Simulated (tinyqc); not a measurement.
The product rho l across metals: free and nearly free electrons in a metal.

Constants: hbar^2/2m0 = 3.80998211 eV angstrom^2; hbar = 6.58211957e-16 eV s.

Free electrons with m = 1; fcc cells hold 4 atoms and bcc cells 2; n = atoms z/a^3, kF = (3 pi^2 n)^(1/3), rho l = hbar kF/(n e^2), e = 1.602176634e-19 C. Inputs are chosen for the exercise.

Cases:

| case | lattice | a (angstrom) | z | rho (micro-ohm cm) |
|---|---|---|---|---|
| near Li | bcc | 3.522 | 1 | 8.45 |
| near K | bcc | 5.214 | 1 | 7.21 |
| near Na | bcc | 4.270 | 1 | 4.78 |
| near Ag | fcc | 4.069 | 1 | 1.65 |
| near Cu | fcc | 3.651 | 1 | 1.59 |
| near Ca | fcc | 5.556 | 2 | 3.22 |

Rank the cases by rho l (1e-16 ohm m^2), lowest first.

Answer: near Cu, near Ag, near Ca, near Li, near Na, near K.

Results:

| case | lattice | a (angstrom) | z | rho (micro-ohm cm) | kF (1/angstrom) | EF (eV) | l (nm) | rho l (1e-16 ohm m^2) |
|---|---|---|---|---|---|---|---|---|
| near Li | bcc | 3.522 | 1 | 8.45 | 1.107 | 4.67 | 11.8 | 9.93 |
| near K | bcc | 5.214 | 1 | 7.21 | 0.748 | 2.13 | 30.2 | 21.77 |
| near Na | bcc | 4.270 | 1 | 4.78 | 0.913 | 3.17 | 30.5 | 14.60 |
| near Ag | fcc | 4.069 | 1 | 1.65 | 1.207 | 5.55 | 50.6 | 8.35 |
| near Cu | fcc | 3.651 | 1 | 1.59 | 1.345 | 6.89 | 42.3 | 6.72 |
| near Ca | fcc | 5.556 | 2 | 3.22 | 1.114 | 4.73 | 30.5 | 9.81 |

rho l falls as n^(-2/3): it is lowest for the case near Cu and highest for near K. The lowest bulk rho belongs to near Cu; the same case wins for narrow wires. Real Fermi surfaces depart from spheres, most for the polyvalent and noble metals.

(tinyqc, `OMP_NUM_THREADS=1 python tinyqc.py 1682263 1682264 out.jsonl`, Intel(R) Xeon(R) Processor @ 2.30GHz, 1 thread, shared host, about 0.01 s.)
